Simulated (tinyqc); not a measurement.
Starting guesses with plain Roothaan steps: SCF starting guesses in the 6-31g basis, for Be+, spin multiplicity 2. Computed by the program tinyqc with PySCF. Command: `OMP_NUM_THREADS=1 python tinyqc.py 112183 112184 out.jsonl`; one thread of a shared host (Intel(R) Xeon(R) Processor @ 2.60GHz), about 0.8 s.

Geometry (angstrom):
```
atom,x,y,z
Be,0.0000,0.0000,0.0000
```

lowest solution found by these runs and by PySCF with stability checks = -14.275411 hartree

UHF with one setting changed at a time; a run stops when the energy changes by less than 1e-09 hartree and the error matrix is below 1e-5. Starts: the lowest orbitals of the core Hamiltonian, of the Wolfsberg-Helmholz matrix (K = 1.75), projected atomic densities, random orbitals, and the highest orbitals of the core Hamiltonian (a deliberately bad start).

Largest element of the error matrix X^T (FDS - SDF) X:
```
iteration,core,Wolfsberg-Helmholz,atomic densities,random,highest core orbitals
1,2.0e-01,4.1e-02,1.1e-01,2.0e+00,1.8e-02
2,5.4e-02,4.8e-03,4.0e-02,1.1e-01,2.0e-01
3,1.7e-02,9.6e-04,4.1e-03,4.3e-02,5.0e-02
4,5.5e-03,3.1e-04,1.4e-03,2.9e-02,1.6e-02
5,1.8e-03,9.9e-05,4.7e-04,2.0e-02,5.1e-03
6,5.6e-04,3.2e-05,1.5e-04,1.3e-02,1.6e-03
8,5.7e-05,3.2e-06,1.5e-05,6.2e-03,1.6e-04
10,5.8e-06,-,-,2.9e-03,1.7e-05
14,-,-,-,6.2e-04,-
20,-,-,-,6.1e-05,-
```

How each run ends:
```
run,iterations,E (hartree),state
core,10,-14.27541,lowest found
Wolfsberg-Helmholz,8,-14.27541,lowest found
atomic densities,9,-14.27541,lowest found
random,26,-14.27541,lowest found
highest core orbitals,11,-14.27541,lowest found
```

5 of 5 runs reach the lowest solution found, in 8 to 26 iterations (fastest: Wolfsberg-Helmholz). The first errors are 2e-01, 4e-02, 1e-01, 2e+00, 2e-02; the deliberately bad start has the smallest one, so a small first error does not mark a good start.
